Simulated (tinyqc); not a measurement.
Worked calculation: bond unit of a tetrahedral oxide and its oxygen vacancy in tight binding. Values are carried at full precision from step to step, so a last printed digit may differ when a step is redone from the rounded ones.

Two sp3 hybrids h1, h2 at eh = (es + 3 ep)/4 point at one oxygen with orbitals s, px, py, pz; x joins the two cations, z bisects the angle phi, and th = (180 - phi)/2. With u = hbar^2/(m d^2) = 2c/d^2, c = hbar^2/2m0: Vhs = -(1.32 + sqrt3 x 1.42) u/2 and Vhp = (1.42 + sqrt3 x 2.22) u/2. <h|s> = Vhs for both; <h1|px> = Vhp cos(th), <h2|px> = -Vhp cos(th); <h|pz> = Vhp sin(th) for both; py is a lone pair. The unit holds 8 electrons. Coupling between units, which widens the levels into bands, is left out.

Constants: hbar^2/2m0 = 3.80998211 eV angstrom^2.

Parameters, chosen for this exercise (near tabulated values for SiO2; shifted at random, so the results belong to these values and not to a real crystal):
- es = -14.77 eV (s level of the cation)
- ep = -7.68 eV (p level of the cation)
- eos = -33.8 eV (s level of oxygen)
- eop = -16.97 eV (p level of oxygen)
- d = 1.62 angstrom (cation-oxygen distance)
- phi = 158 degrees (bond angle at oxygen)
- R = 3.11 angstrom (cation-cation distance across the vacancy)

## Level and couplings

Form eh, u, Vhs, Vhp and th.

eh (hybrid level) = -9.4525 eV
u = 2.9035 eV

Vhs, Vhp (eV): -5.4869  7.6437

th = 11.0 degrees

## The matrix

Fill it in.

H (eV), lower triangle:
```
         h1       h2         s        px        py        pz
h1  -9.4525
h2        0  -9.4525
s   -5.4869  -5.4869  -33.8000
px   7.5033  -7.5033         0  -16.9700
py        0        0         0         0  -16.9700
pz   1.4585   1.4585         0         0         0  -16.9700
```

## Levels, weights and charge

Diagonalise; the four lowest levels are filled. The excess of electrons on oxygen is twice the oxygen weight of the filled levels less 6.

levels (eV): -36.0803  -24.4685  -17.3385  -16.9700  -6.8036  -1.9540

weights:
```
    level 1  level 2  level 3  level 4  level 5  level 6
h1    0.040    0.167    0.015    0.000    0.445    0.333
h2    0.040    0.167    0.015    0.000    0.445    0.333
s     0.920    0.000    0.007    0.000    0.074    0.000
px    0.000    0.667    0.000    0.000    0.000    0.333
py    0.000    0.000    0.000    1.000    0.000    0.000
pz    0.001    0.000    0.962    0.000    0.037    0.000
```

highest filled to lowest empty = 10.1664 eV
excess electrons on oxygen = 1.114

The highest filled level is the py orbital of oxygen (100 %) and the lowest empty one is 89 % cation hybrid, even under exchange of the two cations. The spacing is that of an isolated unit and exceeds the gap of the solid.

## The odd block in closed form

The combination (h1 - h2)/sqrt2 couples to px alone, with W2 = sqrt2 Vhp cos(th); W3 = (eh - eop)/2; levels (eh + eop)/2 -/+ sqrt(W2^2 + W3^2); polarity W3/sqrt(W2^2 + W3^2).

W2, W3 (eV): 10.6112  3.7588

levels of the odd block (eV): -24.4685  -1.9540

polarity = 0.3339

## The neutral oxygen vacancy

Without the oxygen the two hybrids face each other at distance R and couple by -V2, V2 = 3.22 x 2c/R^2, c = hbar^2/2m0: a bond at eh - V2 with two electrons and an antibond at eh + V2. Levels are measured from eop, the lone-pair level that stands for the top of the valence band.

Form V2 and the two levels above eop. R is a chosen distance; in real silica the neutral vacancy relaxes to about 2.5 angstrom.

V2 = 2.5368 eV

levels above eop (eV): bond 4.9807, lone hybrid 7.5175, antibond 10.0543

bond-antibond splitting = 5.0736 eV

The filled bond lies 4.98 eV above the lone pairs, so it can trap a hole; the antibond lies below the lowest empty level of the intact unit (10.17 eV). A lone hybrid, as in a dangling bond, sits at 7.52 eV.

## Checks

- Levels of the odd block against the full matrix: they agree to 1e-10 or better.

Computed by tinyqc, a small Python program: `OMP_NUM_THREADS=1 python tinyqc.py 1450739 1450740 out.jsonl` (the numbers bound the seed that draws the inputs); one thread of a shared host (Intel(R) Xeon(R) Processor @ 2.30GHz), about 0.01 s for the whole set of steps.
